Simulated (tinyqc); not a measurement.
Jacobi rotations on a symmetric matrix, step by step. One step of it, computed by the program tinyqc.

Task: Jacobi rotation 2. Take the largest off-diagonal element A_pq; tan 2 theta = 2 A_pq / (A_qq - A_pp) with |theta| <= pi/4; A' = J^T A J with J_pp = J_qq = cos, J_pq = sin, J_qp = -sin.

A', lower triangle:
```
           1          2          3         4
1   0.682392
2   0.000000   2.017608
3  -0.322786   0.330165   1.977000
4   0.287227  -0.048058  -0.004000  1.982000
```

Give: p, q, theta; A'.

Result:

p, q, theta (rad): 2.000  3.000  -0.755

A', lower triangle:
```
        1       2      3      4
1   0.682
2  -0.221   2.328
3  -0.235   0.000  1.667
4   0.287  -0.038  0.030  1.982
```
